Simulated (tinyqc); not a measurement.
Hole mobility in a silicon inversion layer, empirical terms and Matthiessen rule: effect of the temperature.

Inversion layer of sheet density Ns on a uniformly doped body. The mobility terms are empirical power laws with prefactors chosen for the exercise; adding their inverses (Matthiessen) is itself an approximation.

Nc and Nv are given at 293 K and scale as (T/293 K)^1.5; Eg is fixed. ni = sqrt(Nc Nv) exp(-Eg/(2 Vt)), Eg in volts; Ndep = sqrt(2 eps0 eps_r Nb (2 Vt ln(Nb/ni) + Vsb)/q); E = q (Ndep + eta Ns)/(eps0 eps_r), in MV/cm. With t = T/(300 K): muC = Ac (Ns/1e12 cm^-2) t/(Nb/1e17 cm^-3 + Nit/1e11 cm^-2), muP = Ap E^(-1/3) t^(-1.75), muS = As E^(-gs); 1/mu is the sum of the inverses.

Values chosen for this exercise; material values close to those of silicon:
```
symbol,value,unit,meaning
Eg,1.11,eV,band gap
eps_r,11.5,,relative permittivity of the semiconductor
Nc,2.75e19,cm^-3,conduction-band density of states at the reference temperature
Nv,2.51e19,cm^-3,valence-band density of states at the reference temperature
Nb,9.1e17,cm^-3,body doping
Vsb,0.3,V,reverse body bias
eta,0.3333,,weight of the inversion charge in the effective field
Ap,119,cm^2/(V s),phonon-limited mobility at 1 MV/cm and 300 K
As,370,cm^2/(V s),roughness-limited mobility at 1 MV/cm
gs,1,,exponent of the roughness term
Ac,1100,cm^2/(V s),Coulomb prefactor
Nit,9.8e11,cm^-2,charge at the interface
Ns,7.3e12,cm^-2,inversion density
```

Constants: q = 1.602176634e-19 C, kB = 1.380649e-23 J/K, Vt = kB T/q, eps0 = 8.8541878128e-14 F/cm where lengths are in cm. Results are converted to the units shown.

Result of one run:

| E (MV/cm) | muC (cm^2/(V s)) | muP (cm^2/(V s)) | muS (cm^2/(V s)) | mu (cm^2/(V s)) |
|---|---|---|---|---|
| 0.97738 | 424.87 | 119.91 | 378.56 | 74.992 |

Which temperature T gave this result: 120, 160, 300, 400 or 450 K?

T = 300 K.

The whole series:

| T (K) | E (MV/cm) | muC (cm^2/(V s)) | muP (cm^2/(V s)) | muS (cm^2/(V s)) | mu (cm^2/(V s)) |
|---|---|---|---|---|---|
| 120 | 1.0088 | 169.95 | 589.76 | 366.78 | 97.029 |
| 160 | 1.0028 | 226.60 | 357.18 | 368.95 | 100.77 |
| 200 | 0.99623 | 283.25 | 242.24 | 371.40 | 96.608 |
| 250 | 0.98719 | 354.06 | 164.43 | 374.80 | 86.400 |
| 300 | 0.97738 | 424.87 | 119.91 | 378.56 | 74.992 |
| 350 | 0.96687 | 495.68 | 91.890 | 382.68 | 64.461 |
| 400 | 0.95571 | 566.49 | 73.023 | 387.14 | 55.425 |
| 450 | 0.94392 | 637.30 | 59.668 | 391.98 | 47.894 |

As T goes from 120 to 450 K, E falls from 1.01 to 0.944 MV/cm and mu goes from 97.0 through a maximum of 101 (at T = 160 K among the rows listed) to 47.9 cm^2/(V s). The smallest term is the Coulomb one in the first row and the phonon one in the last. Coulomb scattering weakens and phonon scattering grows with T, hence the maximum. For T = 120 to 160 K dopant freeze-out and degenerate screening, left out here, matter.

Program tinyqc, `OMP_NUM_THREADS=1 python tinyqc.py 2510014 2510015 out.jsonl`; Intel Xeon 2.30GHz, shared host, one thread, about 0.01 s.
